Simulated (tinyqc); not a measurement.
Inside a calculation. Model: Keating valence-force model of a tetrahedral crystal. Computed by tinyqc, a small Python program that keeps every step. Command: `OMP_NUM_THREADS=1 python tinyqc.py 3023562 3023563 out.jsonl keating walk`. One thread of a shared host (Intel(R) Xeon(R) Processor @ 2.30GHz), about 0.04 s of CPU time with the checks. Intermediate numbers are printed to about 5 digits and carried at full precision; extremes and crossings named in words are read from the listed rows.

Atom A sits at 0 and atom B at a/4 (1,1,1) of an fcc lattice; the four bonds from A are t = a/4 (1,1,1), a/4 (1,-1,-1), a/4 (-1,1,-1), a/4 (-1,-1,1), of length d = sqrt(3) a/4. Energy: E = (3 alpha/(8 d^2)) sum over bonds (r.r - d^2)^2 + (3 beta/(8 d^2)) sum over pairs of bonds at one atom (r_i.r_j + d^2/3)^2, with beta_A for the six pairs at A and beta_B for the six at B. The cell holds two atoms, Omega = a^3/4. 1 N/m = 1 J/m^2. With constants fitted to the elastic moduli this model puts optical and zone-boundary frequencies of real crystals too high, by up to about 20 % in elemental crystals and up to about 50 % in compounds, and mostly by more for TA modes; in compounds the lattice part of the static dielectric constant then comes out too low.

Inputs (values chosen for the exercise, modelled on zinc sulfide):
```
quantity               value      unit
lattice constant a      5.41  angstrom
mass M_A               65.38         u
mass M_B               32.06         u
bond stretching alpha   45.9       N/m
bond bending beta_A     5.02       N/m
bond bending beta_B     3.57       N/m
Born charge Z*          2.17         e
eps_inf                 5.25         -
mesh divisions n           8         -
temperature T            150         K
```

Structure: zinc blende.

wave vector q (2 pi/a): 0.58  0.14  0.26

Constants: 1 eV/angstrom^2 = 16.02176634 J/m^2; nu for 1 eV/(angstrom^2 u) = 15.6333042 THz; 1 THz = 33.35640952 1/cm; e^2/(4 pi eps_0) = 14.39964548 eV angstrom; u = 1.6605390666e-27 kg; h x 1 THz = 4.135667696 meV; k_B = 8.617333262e-05 eV/K.

## Dynamical matrix at q

With displacements u exp(i q.r), each bracket changes by g.u, where g = (g_A, g_B): bond t, g = (-2 t, 2 t exp(i q.t)); pair (i, j) at A, g = (-(t_i + t_j), t_i exp(i q.t_j) + t_j exp(i q.t_i)); pair at B, g = (-t_i exp(-i q.t_j) - t_j exp(-i q.t_i), t_i + t_j). Then D_mn = sum over the 4 bonds and 12 pairs of (4 k/a^2) conj(g_m) g_n / sqrt(M_m M_n), with k = alpha or beta converted to eV/angstrom^2. Only the short-range forces enter; the Coulomb field of the charges is left out.

D(q) (eV/(angstrom^2 u)), lower triangle (Hermitian):
```
                   A x                A y                A z               B x
A x            0.19854
A y   0.00141-0.00287i            0.19316
A z   0.00241-0.00135i   0.00106+0.00073i            0.19279
B x  -0.15026-0.01874i   0.03589+0.05390i   0.06948+0.02784i           0.41057
B y   0.03589+0.05390i  -0.15026-0.01874i   0.01205+0.16056i  0.00403+0.00822i
B z   0.06948+0.02784i   0.01205+0.16056i  -0.15026-0.01874i  0.00690+0.00388i

                  B y      B z
B y           0.39514
B z  0.00303-0.00209i  0.39407
```

## Frequencies at q

Diagonalise the Hermitian matrix D. An eigenvalue lambda of D in eV/(angstrom^2 u) gives nu = 15.6333042 THz x sqrt(lambda). The weight on A is the sum of |e|^2 over the three components of atom A.

frequencies (THz): 2.471  2.878  5.564  10.784  11.672  11.755

weights on atom A: 0.68702  0.69461  0.79858  0.20549  0.31274  0.30156

The top mode has 30 % of its weight on A, the heavier atom.

## Elastic constants and internal strain

beta = (beta_A + beta_B)/2; C11 = (alpha + 3 beta)/a, C12 = (alpha - beta)/a, C44 = 4 alpha beta/(a (alpha + beta)); with the two sublattices clamped C44(0) = (alpha + beta)/a; internal-strain parameter zeta = (alpha - beta)/(alpha + beta); B = (C11 + 2 C12)/3.

C11 = 108.66 GPa

C12 = 76.904 GPa

C44 = 29.039 GPa

clamped C44(0) = 92.782 GPa

internal-strain parameter zeta = 0.82887

bulk modulus B = 87.489 GPa

Letting the sublattices shift lowers C44 by 69 %, which is zeta^2. With zeta near 1 a shear keeps the bond lengths and bends the angles. The model fixes 2 C44 (C11 + C12)/((C11 - C12)(C11 + 3 C12)) = 1.000 whatever alpha and beta are.

## Optical mode at the zone centre

beta = (beta_A + beta_B)/2; mu = M_A M_B/(M_A + M_B); lambda = 4 (alpha + beta)/mu with the springs in eV/angstrom^2; nu = 15.6333042 THz x sqrt(lambda).

reduced mass mu = 21.512 u

nu_TO at G = 11.932 THz

the same as a wavenumber = 398.02 1/cm

## LO-TO splitting

The long-range field adds 4 pi Z*^2 (e^2/(4 pi eps_0))/(eps_inf Omega mu) to lambda for the longitudinal mode at q -> 0; lambda = (nu/15.6333042 THz)^2; eps_0 = eps_inf (nu_LO/nu_TO)^2 (Lyddane-Sachs-Teller; here eps_0 is the static dielectric constant).

nu_LO at G = 13.746 THz

static dielectric constant = 6.9677

The splitting is 15.2 % of nu_TO, and the lattice adds 1.72 to the dielectric constant.

## Frequencies at the zone boundary

The formulas are those given above.

Frequencies (THz) at points given in 2 pi/a:
```
point                nu 1    nu 2    nu 3    nu 4    nu 5    nu 6
X (1, 0, 0)        3.2606  3.2606  7.0836  10.251  11.478  11.478
L (0.5, 0.5, 0.5)  2.3130  2.3130  6.4376  10.517  11.706  11.706
W (1, 0.5, 0)      3.5983  3.6518  6.8444   9.774  11.522  11.773
K (0.75, 0.75, 0)  3.0154  3.8969  6.8201   9.922  11.545  11.714
```

At X the two longitudinal modes are split (7.08 and 10.25 THz) because each moves one sublattice alone.

## Lowest frequency at X

Take the lowest frequency at X = (1, 0, 0) 2 pi/a, the transverse acoustic (TA) mode.

TA frequency at X = 3.2606 THz

## Transverse acoustic branch against its sound line

The sound line is nu = v q/(2 pi) with v = sqrt(C44/rho), rho = (M_A + M_B)/Omega; the clamped line uses C44(0).

Frequencies (THz) along G-X; columns: (1) q (2 pi/a); (2) lowest branch; (3) sound line, relaxed C44; (4) sound line, clamped C44(0); (5) third-lowest frequency; (6) highest frequency:
```
(1)      (2)     (3)     (4)     (5)     (6)
0.05  0.2461  0.2463  0.4403  0.4763  11.930
0.15  0.7336  0.7390  1.3210  1.4232  11.910
0.30  1.4343  1.4780  2.6420  2.8083  11.846
0.45  2.0683  2.2171  3.9630  4.1151  11.752
0.60  2.5999  2.9561  5.2839  5.2967  11.645
0.75  2.9935  3.6951  6.6049  6.2834  11.551
0.90  3.2170  4.4341  7.9259  6.9400  11.490
1.00  3.2606  4.9268  8.8066  7.0836  11.478
```

At small q the branch follows the relaxed line (0.999 of it, against 0.559 of the clamped one): in a long shear wave the sublattices shift against each other. At X it reaches 66 % of the relaxed line. Real tetrahedral semiconductors have flatter TA branches than a Keating model fitted to their elastic constants, which needs longer-ranged terms to mend.

## Thermal sums on a mesh

Mesh: q = sum_i (m_i + 1/2)/n b_i, m_i = 0..n-1, with b = [[-1, 1, 1], [1, -1, 1], [1, 1, -1]] in 2 pi/a; sums over the six modes are averaged over the n^3 points and halved, per atom. With x = h nu/(k_B T) and n = 1/(exp(x) - 1) for each mode: F = k_B T [x/2 + ln(1 - exp(-x))], U = k_B T x (n + 1/2), S/k_B = x n - ln(1 - exp(-x)), C/k_B = x^2 n (n + 1). The acoustic share counts the three lowest modes at each q; zero-point energy = sum h nu/2.

free energy F = 37.809 meV/atom

entropy S = 1.6508 k_B/atom

heat capacity C = 1.8664 k_B/atom

acoustic share of C = 0.70139

zero-point energy = 46.871 meV/atom

C is 62 % of the classical value; the optical modes are partly excited.

Checks made by the program: slopes of the acoustic branches along [110] against C11, C12 and the relaxed C44 (relative difference 9e-07); zone-centre optical mode against D(q = 0) (relative difference below 1e-10); longitudinal modes at X against the diagonal of D (relative difference below 1e-10).
